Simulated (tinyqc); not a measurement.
# Admittance spectroscopy of a deep trap: what changes with what

Schottky contact on an n-type layer with shallow donors Nd (all ionised) and a donor-like deep trap, neutral when filled and positive when empty; depletion approximation. Traps within lam of the depletion edge stay filled. The traps at xt = W - lam, where the level crosses the Fermi level, follow a slow signal and not a fast one. w = 2 pi f.

Values chosen for this exercise; material values those of a made-up semiconductor:
- eps_r = 14.9 (relative permittivity)
- Nc = 2.62e19 cm^-3 (conduction-band density of states at 300 K)
- vth = 2.3e7 cm/s (thermal velocity at 300 K)
- Nd = 2.7e16 cm^-3 (shallow donor density)
- Vbi = 0.58 V (built-in voltage)
- Et = 0.48 eV (depth of the trap below the conduction edge)
- sn = 8.1e-16 cm^2 (capture cross-section)
- Nt = 1.1e16 cm^-3 (trap density)
- Vr = 1.9 V (reverse bias)
- T = 355 K (temperature)

Constants: q = 1.602176634e-19 C, kB = 1.380649e-23 J/K, eps0 = 8.8541878128e-14 F/cm where lengths are in cm. Results are converted to the units shown.

Each table varies one quantity; the others keep the values above.

## Effect of the trap density

Emission rate en = sn vth(T) Nc(T) exp(-Et/kB T) = sn g T^2 exp(-Et/kB T), g = vth Nc/(300 K)^2, as vth goes as T^0.5 and Nc as T^1.5 (degeneracy factor 1). lam = sqrt(2 eps0 eps_r (EF - ET)/(q Nd)), EF - ET = Et - (kB T/q) ln(Nc(T)/Nd), Nc(T) = Nc (T/300 K)^1.5. In the steady state at the band bending V, 2 eps0 eps_r V/q = Nd W^2 + Nt (W - lam)^2 (the second term only if W > lam). V = Vbi + Vr. C_HF = eps0 eps_r/W, C_LF = eps0 eps_r (Nd + Nt)/(Nd W + Nt xt). Inflection frequency w0 = 2 en [1 + Nt xt/(Nd W)]; C = C_HF + (C_LF - C_HF)/(1 + (w/w0)^2), G/w = (C_LF - C_HF)(w/w0)/(1 + (w/w0)^2).

Effect of the trap density:
```
Nt (cm^-3)  W (nm)  step (% of C_HF)  w0/(2 en)
4.8e14       387.4            0.5732      1.012
1e15         385.7             1.184      1.025
2.1e15       382.3             2.444      1.052
4.3e15       376.0             4.842      1.106
9e15         363.9             9.507      1.218
1.9e16       343.6             17.91      1.445
3.9e16       315.6             31.00      1.866
8.1e16       281.4             50.80      2.653
```

Read the table: what changes, and by how much?

The step rises from 0.573 to 50.8 %, as Nt^(0.99) between the first two rows and Nt^(0.68) between the last two, and w0/(2 en) rises from 1.01 to 2.65: for Nt near Nd the rule w0 = 2 en overstates the cross-section by that factor.

## Admittance against frequency

Same model as above.

V = Vbi + Vr.

Admittance against frequency:
```
f (Hz)  C (nF/cm^2)  G/w (nF/cm^2)
1800         40.863        0.17727
3600         40.841        0.35261
7500         40.743        0.71727
15000        40.404         1.3137
32000        39.351         2.0036
66000        37.916         1.8878
1.4e5        37.056         1.1491
2.8e5        36.803        0.61276
5.8e5        36.732        0.30094
1.2e6        36.715        0.14604
```

C falls from 40.9 to 36.7 nF/cm^2, between C_LF = 40.9 and C_HF = 36.7, and G/w goes from 0.177 through a maximum of 2.00 (at f = 32000 Hz among the rows listed) to 0.146 nF/cm^2. The exact peak is half of the step, 2.08 nF/cm^2, at 42200 Hz.

## Effect of the bias

Same model as above.

V = Vbi + Vr.

Results:
```
Vr (V)  W (nm)    xt/W  C_HF (nF/cm^2)  step (nF/cm^2)  step (% of C_HF)
0        184.4  0.3146           71.54           17.71             24.75
0.9      283.3  0.5538           46.57           6.907             14.83
1.7      345.7  0.6344           38.17           4.518             11.84
2.6      403.4  0.6867           32.71           3.262             9.975
3.4      447.9  0.7178           29.45           2.620             8.894
4.3      492.9  0.7436           26.77           2.146             8.018
6        567.5  0.7773           23.25           1.602             6.891
```

Estimate the missing row, Vr = 5.1 V.

Computed row:
```
Vr (V)  W (nm)    xt/W  C_HF (nF/cm^2)  step (nF/cm^2)  step (% of C_HF)
5.1      529.4  0.7613           24.92           1.850             7.424
```

With this row back in the table: xt/W rises from 0.315 to 0.777 since lam stays at 126 nm, and the relative step falls from 24.7 to 6.89 %: the nearer xt lies to W in proportion, the less the traps add.

Computed by the program tinyqc: `OMP_NUM_THREADS=1 python tinyqc.py 2050061 2050062 out.jsonl`, one thread of a shared Intel Xeon 2.30GHz, about 0.01 s for the whole run.
